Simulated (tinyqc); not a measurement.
# Cell and bit-line capacitance from two signals

Inverse problem. In a DRAM a freshly written one gives the bit-line signal (Vd/2) Cs/(Cs + Cb). Find Cs and Cb.

Inputs (values chosen for the exercise):

| symbol | value | unit | meaning |
|---|---|---|---|
| Vd | 1 | V | array voltage |

signal of a fresh one without and with 10 fF added to the bit line (mV): [156.25000, 135.13514]

Answer. (Vd/2)/signal = 1 + Cb/Cs, and the added capacitance raises it by its ratio to Cs.

Cs = 20.0 fF
Cb = 44.0 fF

tinyqc, about 0.01 s, one thread, Intel Xeon 2.30GHz (shared host): `OMP_NUM_THREADS=1 python tinyqc.py 2130129 2130130 out.jsonl`
